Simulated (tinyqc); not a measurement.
# Worked calculation: resistance of a tapered via with liner, size effect and interface

Computed by the program tinyqc: `OMP_NUM_THREADS=1 python tinyqc.py 2750149 2750150 out.jsonl`, one thread of a shared Intel Xeon 2.30GHz, about 0.01 s for the whole run. Printed values are rounded.

A round via whose diameter grows from db at the bottom as D(z) = db + 2 z/tan(ang). The fill, of diameter D - 2 tl, starts above the bottom liner (thickness fb tl) and has rho = rho0 (1 + ks lam/(D - 2 tl)); the sidewall liner conducts in parallel with it. The bottom liner and the interface are crossed over the full area pi db^2/4. Spreading in the lines above and below is left out.

Parameters, values chosen for the exercise; fill metal close to ruthenium:
```
symbol    value      unit                                               meaning
db           31        nm                                diameter at the bottom
hv           85        nm                                                height
ang          86   degrees                                        sidewall angle
rho0        7.6   uohm cm                          bulk resistivity of the fill
lam        6.56        nm                            mean free path of the fill
ks          1.3                                              size-effect factor
tl          0.1        nm                                 liner on the sidewall
fb            1                   liner at the bottom over that on the sidewall
rl          180   uohm cm                              resistivity of the liner
ri      2.2e-12  ohm cm^2                   interface resistivity at the bottom
Sb       1.5e15     S/m^2  ballistic conductance per area, about 3/(4 rho0 lam)
```

## Slices of the via

Slices between z0 = fb tl and hv, evaluated at their midpoints: conductance per length pi/4 [(D - 2 tl)^2/rho + (D^2 - (D - 2 tl)^2)/rl], slice resistance = slice height over that. 9 slices.

```
slice    z (nm)    D (nm)  rho (uohm cm)  slice resistance (ohm)
0      4.816667  31.67363       9.659273                1.170386
1         14.25  32.99291       9.576427                1.068898
2      23.68333  34.31220       9.499989               0.9799625
3      33.11667  35.63149       9.429243               0.9016042
4         42.55  36.95077       9.363577               0.8322190
5      51.98333  38.27006       9.302461               0.7704948
6      61.41667  39.58934       9.245440               0.7153496
7         70.85  40.90863       9.192115               0.6658852
8      80.28333  42.22792       9.142137               0.6213509
```

## Total resistance

R_fill = sum of the slices; R_bottom = rl fb tl/(pi db^2/4); R_interface = ri/(pi db^2/4); ballistic (Sharvin) limit 1/(Sb pi (db - 2 tl)^2/4); ideal cylinder rho0 hv/(pi db^2/4).

parts (ohm): fill 7.726150, bottom liner 0.2384840, interface 0.2914804
R = 8.256114 ohm
shares (%): fill 93.58095, bottom liner 2.88857, interface 3.53048
ballistic limit = 0.8947824 ohm
ideal cylinder = 8.558926 ohm

The fill is the largest part, and R is 0.965 times the ideal cylinder. With 2000 slices R = 8.2593 ohm.
